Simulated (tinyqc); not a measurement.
# Capacitance shares from swing and barrier lowering

Problem. Below threshold the charge is negligible, so the band edge moves as -(aG Vg + aD Vd), aG = CG/CS, aD = CD/CS (CG, CD the capacitances of the barrier top to gate and drain, CS the total), and I goes as exp((aG Vg + aD Vd)/Vt) once Vd is well above Vt. Find aG, aD, CS and CD.

Inputs (values chosen for the exercise):
- T = 400 K (temperature)

Constants: q = 1.602176634e-19 C, kB = 1.380649e-23 J/K, Vt = kB T/q. Results are converted to the units shown.

swing = 94.486396 mV/decade
DIBL = 33.333333 mV/V
CG = 5.0595359 uF/cm^2

Solution. The swing is Vt ln 10/aG and the DIBL, -dVg/dVd at fixed current, is aD/aG.

aG = 0.8400
aD = 0.02800
CS = 6.023 uF/cm^2
CD = 0.1687 uF/cm^2

Numbers from tinyqc (`OMP_NUM_THREADS=1 python tinyqc.py 2400049 2400050 out.jsonl`; about 0.01 s on one thread of a shared Intel Xeon 2.30GHz).
